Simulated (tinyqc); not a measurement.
# Surface potential of a MOS transistor: implicit equation and explicit approximations: effects of single changes

p-type body, charge-sheet picture, depletion and inversion only, full ionisation (an idealisation for deep acceptors), Boltzmann statistics (rough once Na exp(x - xn) passes about Nc/7). In units of Vt: xg = (Vg - Vfb)/Vt, x = psi/Vt, G = gamma/sqrt(Vt), xn = (2 phiF + Vc)/Vt. The implicit equation is (xg - x)^2 = G^2 [x - 1 + exp(x - xn)] for x above about 3. Cox = eps0 eox/tox.

Parameters, values chosen for the exercise; band and dielectric values close to those of silicon: temperature T = 400 K; band gap Eg = 1.12 eV; relative permittivity eps_r = 11.6; conduction-band density of states at T Nc = 4.33e19 cm^-3; valence-band density of states at T Nv = 4.1e19 cm^-3; relative permittivity of the gate insulator (close to silicon dioxide) eox = 3.9; insulator thickness tox = 4.6 nm; acceptor density Na = 7.8e16 cm^-3; flat-band voltage Vfb = -0.56 V; channel-body voltage Vc = 0 V; gate-body voltage Vg = 0.34 V.

Constants: q = 1.602176634e-19 C, kB = 1.380649e-23 J/K, Vt = kB T/q, eps0 = 8.8541878128e-14 F/cm where lengths are in cm. Results are converted to the units shown.

Each table varies one quantity; the others keep the values above.

## Accuracy of the approximations against gate voltage

ni = sqrt(Nc Nv) exp(-Eg/(2 Vt)), Eg in volts; phiF = Vt ln(Na/ni); gamma = sqrt(2 q eps0 eps_r Na)/Cox; VT = Vfb + Vt (xn + G sqrt(xn - 1)). Depletion value a = 1 + [sqrt(G^2/4 + xg - 1) - G/2]^2; inversion value b = xn + ln[(xg - xn)^2/G^2 - xn + 1] and first guess y = min(a, b) - ln(1 + exp(-|a - b|)) if a > xn + 1, else b = y = a; one second-order correction with D = exp(y - xn), p = 2 (xg - y) + G^2 (1 + D), w = (xg - y)^2 - G^2 (y - 1 + D): z = y + 2 w/(p + sqrt(p^2 - 2 (2 - G^2 D) w)), or the Newton step z = y + w/p where the root is not real. N_inv = (Cox Vt G/q) [sqrt(x - 1 + exp(x - xn)) - sqrt(x - 1)] at the root. Lambert form (Cox m Vt/q) W0[(G/(2 m sqrt(xn - 1))) exp((Vg - VT)/(m Vt))], m = 1 + G/(2 sqrt(xn - 1)). Errors under 1e-4 mV, and the linear form below VT, are printed as 0.

Results:
```
Vg (V)  psi (V)     x - xn  error of y (mV)  error of z (mV)  N_inv (cm^-2)  Cox (Vg - VT)/q (cm^-2)  Lambert form (cm^-2)
-0.1    0.34170    -9.9958          2.54e-4                0       1.4177e6                        0              7.8355e5
0.1     0.51241    -5.0431           0.0297                0       1.6087e8                        0              1.3166e8
0.3     0.68381  -0.070659             3.71         -7.50e-4      1.9689e10                 6.7673e9             1.9872e10
0.7     0.84078     4.4833             26.3             7.12      1.0662e12                1.8809e12             1.1517e12
0.9     0.86862     5.2909             20.7            -2.48      1.8575e12                2.8180e12             1.9889e12
1.1     0.88858     5.8699             17.3            -1.19      2.6902e12                3.7551e12             2.8596e12
1.3     0.90416     6.3219             14.9           -0.694      3.5459e12                4.6922e12             3.7472e12
1.5     0.91694     6.6927             13.2           -0.450      4.4163e12                5.6292e12             4.6450e12
```

Estimate the missing row, Vg = 0.5 V.

Computed row:
```
Vg (V)  psi (V)  x - xn  error of y (mV)  error of z (mV)  N_inv (cm^-2)  Cox (Vg - VT)/q (cm^-2)  Lambert form (cm^-2)
0.5     0.79423  3.1329             27.2            -6.28      3.7356e11                9.4384e11             4.0550e11
```

With this row back in the table: psi rises from 0.342 to 0.917 V and ends 6.7 Vt above 2 phiF + Vc. Among the rows the first guess is off by at most 27 mV (at Vg = 0.5 V) and the corrected value by at most 7.1 mV. In the last row the linear form is 27 % above N_inv and the Lambert form 5.2 % above it; in the first row the Lambert form is 45 % below it. For Vg = 0.7, 0.9, 1.1, 1.3, 1.5 the electron quasi-Fermi level lies less than 2 Vt below the band edge at the surface, or above it, where degeneracy and confinement, left out, matter.

## Effect of the channel-body voltage at fixed gate voltage

Same model as above.

Effect of the channel-body voltage at fixed gate voltage:
```
Vc (V)  psi (V)   x - xn  error of y (mV)  error of z (mV)  N_inv (cm^-2)  Cox (Vg - VT)/q (cm^-2)  Lambert form (cm^-2)
0       0.71425  0.81235           0.0383                0      4.5827e10                1.9418e11             4.7592e10
0.2     0.72287  -4.7396           0.0343                0       1.8158e8                        0              1.5907e8
0.4     0.72291  -10.541          1.04e-4                0       5.4910e5                        0              4.0002e5
0.6     0.72291  -16.343                0                0         1658.7                        0                995.93
0.8     0.72291  -22.145                0                0         5.0104                        0                2.4749
```

As Vc goes from 0 to 0.8, psi rises from 0.714 to 0.723 V, x - xn falls from 0.812 to -22.1 and N_inv falls from 4.58e10 to 5.01 cm^-2. The Lambert form lies between 0.494 and 1.04 times N_inv.

Program tinyqc, `OMP_NUM_THREADS=1 python tinyqc.py 2122014 2122015 out.jsonl`; Intel Xeon 2.30GHz, shared host, one thread, about 0.01 s.
